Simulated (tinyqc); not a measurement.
Spectrum around the optical phonon: single-oscillator infrared dielectric function of a polar cubic crystal. Computed by tinyqc, a small Python program. Command: `OMP_NUM_THREADS=1 python tinyqc.py 3025314 3025315 out.jsonl infrared walk`. One thread of a shared host (Intel(R) Xeon(R) Processor @ 2.30GHz), about 0.01 s of CPU time with the checks.

One ion pair, charges +Z* and -Z*, in a cell of volume Omega = a^3/4. Frequencies omega are given as wavenumbers (1/cm); eps_s is the static dielectric constant.

Inputs (values chosen for the exercise, modelled on magnesium oxide):
```
quantity               value      unit
lattice constant a      4.21  angstrom
mass M_A              24.305         u
mass M_B              15.999         u
omega_TO                 405      1/cm
Born charge Z*          1.96         e
eps_inf                  2.9         -
phonon damping gamma     8.9      1/cm
```

Structure: rock salt. Free carriers: absent.

Constants: nu for 1 eV/(angstrom^2 u) = 15.6333042 THz; 1 THz = 33.35640952 1/cm; e^2/(4 pi eps_0) = 14.39964548 eV angstrom.

Method:
- mu = M_A M_B/(M_A + M_B); ionic plasma term W^2 = 4 pi Z*^2 (e^2/(4 pi eps_0))/(Omega mu) in eV/(angstrom^2 u), turned into 1/cm by W = 15.6333042 x 33.35640952 x sqrt(W^2); omega_LO^2 = omega_TO^2 + W^2/eps_inf; eps_s = eps_inf + W^2/omega_TO^2; Szigeti charge 3 Z*/(eps_inf + 2); longitudinal (Callen) charge Z*/eps_inf.
- eps(omega) = eps_inf + W^2/(omega_TO^2 - omega^2 - i gamma omega); n + i k = sqrt(eps) with k >= 0; R = |(n + i k - 1)/(n + i k + 1)|^2 at normal incidence from vacuum.
- The loss function is Im(-1/eps).

omega_LO = 725.391 1/cm

W = 1024.83 1/cm

Spectrum:
```
omega (1/cm)      Re eps     Im eps           R  Im(-1/eps)
202               11.422    0.12433     0.29523  9.5295e-04
344               25.785     1.5335     0.45066   0.0022984
393               99.669     35.345     0.68085   0.0031606
405                  2.9     291.38     0.84677   0.0034316
485              -11.797    0.89102     0.96039   0.0063659
565              -3.8602    0.21903     0.95523    0.014652
661             -0.94688   0.082928     0.91635    0.091790
725           -0.0036259   0.051813     0.54380      19.206
740              0.16266   0.047000     0.17866      1.6395
769              0.44288   0.039353    0.040451     0.19906
834              0.92442   0.027588  4.3716e-04    0.032255
1090              1.8745  0.0097145    0.024278   0.0027646
1810              2.5625  0.0017469    0.053362  2.6603e-04
```

What does the comparison show, and why?

R peaks among these rows at 485 per cm with 0.96 and is lowest, 0.000, at 834; far above omega_LO it tends to ((sqrt(eps_inf) - 1)/(sqrt(eps_inf) + 1))^2 = 0.068. Im eps is largest at 405 and the loss function at 725: absorption marks the TO mode and the loss function the LO mode. Re eps is negative in some rows, where R averages 0.84.

Extremes, crossings and ranges named in words are read from the listed rows.
